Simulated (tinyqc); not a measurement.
Against the doping: grain-boundary trapping model (Seto) of a polycrystalline semiconductor film. Computed by tinyqc, a small Python program. Command: `OMP_NUM_THREADS=1 python tinyqc.py 3004541 3004542 out.jsonl poly walk`. One thread of a shared host (Intel(R) Xeon(R) Processor @ 2.30GHz), about 0.01 s of CPU time with the checks.

Grains of equal size L are joined by thin boundaries with one trap level. Trapped carriers deplete a width W on each side and raise a barrier, crossed by thermionic emission. Dopants are fully ionised, statistics are non-degenerate and mu_g does not depend on T.

Inputs (values chosen for the exercise, modelled on polycrystalline silicon):

| quantity | value | unit |
|---|---|---|
| permittivity eps | 11.7 | - |
| effective mass m | 0.33 | m_0 |
| effective density of states at 300 K, N_c | 2.7e+19 | 1/cm^3 |
| grain size L | 20 | nm |
| trap density Q_t | 2e+12 | 1/cm^2 |
| trap level E_t below the band edge | 0.26 | eV |
| mobility inside the grains mu_g | 170 | cm^2/(V s) |
| temperature T | 250 | K |

Grain interior: resistance included.

Constants: e = 1.602176634e-19 C; eps_0 = 8.8541878128e-12 F/m; k_B = 8.617333262e-05 eV/K; m_0 = 9.1093837015e-31 kg; k_B = 1.380649e-23 J/K.

Method:
- If all traps fill, the grain is just depleted at N* = Q_t/L, with the barrier e Q_t L/(8 eps eps_0).
- N_c(T) = N_c (T/300 K)^(3/2). Filled traps Q = Q_t/(1 + (1/2) exp((E_t* - E_F)/k_B T)), where E_t* = e V_B - E_t and E_F are counted from the band edge at the grain centre. Partial depletion: Q = 2 N W, V_B = e N W^2/(2 eps eps_0), E_F = k_B T ln(N/N_c); solve for W. If that W would exceed L/2 the grain is fully depleted: W = L/2, Q = N L, and E_F follows from the trap equation. Centre density n_0 = N_c exp(E_F/k_B T).
- Boundary: sigma_b = L e^2 n_0 exp(-e V_B/k_B T)/sqrt(2 pi m k_B T); drift through the grain, depleted parts included: rho_g = [(1 - 2W/L) + (2W/L) int_0^1 exp(y^2 s^2) ds]/(e n_0 mu_g); rho = 1/sigma_b + rho_g. Mean carrier density n_av = n_0 [(1 - 2W/L) + (2W/L) (sqrt(pi)/2) erf(y)/y], y = sqrt(e V_B/k_B T); effective mobility 1/(e n_av rho).

N* = 1.00e+18 1/cm^3

The same film:

| N (1/cm^3) | W (nm) | V_B (V) | mean density (1/cm^3) | mobility (cm^2/(V s)) | rho (ohm cm) |
|---|---|---|---|---|---|
| 3.00e+16 | 10.000 | 0.002320 | 1.9586e+12 | 116.32 | 2.7397e+04 |
| 1.00e+17 | 10.000 | 0.007733 | 8.3619e+12 | 109.06 | 6.8440e+03 |
| 2.50e+17 | 10.000 | 0.019332 | 3.6939e+13 | 90.44 | 1.8682e+03 |
| 5.00e+17 | 10.000 | 0.038665 | 2.2089e+14 | 58.02 | 4.8701e+02 |
| 8.00e+17 | 10.000 | 0.061864 | 2.1409e+15 | 28.83 | 1.0113e+02 |
| 1.20e+18 | 8.325 | 0.064316 | 7.0593e+17 | 23.82 | 3.7113e-01 |
| 2.00e+18 | 4.999 | 0.038651 | 1.6232e+18 | 50.62 | 7.5965e-02 |
| 4.00e+18 | 2.500 | 0.019331 | 3.7668e+18 | 83.93 | 1.9742e-02 |
| 1.00e+19 | 1.000 | 0.007733 | 9.8922e+18 | 105.64 | 5.9724e-03 |
| 4.00e+19 | 0.250 | 0.001933 | 3.9971e+19 | 115.78 | 1.3487e-03 |

What does the comparison show, and why?

The barrier peaks among these rows at N = 1.2e18 (0.064 V) and the mobility has its minimum at 1.2e18; N* is 1.0e18. While the grain is fully depleted (W = L/2) V_B grows as N; once all traps are filled it falls as 1/N (last exponent -1.00). Partly depleted rows (W < L/2) with e V_B below 2 k_B T stretch the depletion approximation. Where N approaches N_c the non-degenerate statistics fail. rho drops most steeply, as N^-13.8, between 8.0e17 and 1.2e18.

Extremes, crossings and ranges named in words are read from the listed rows.
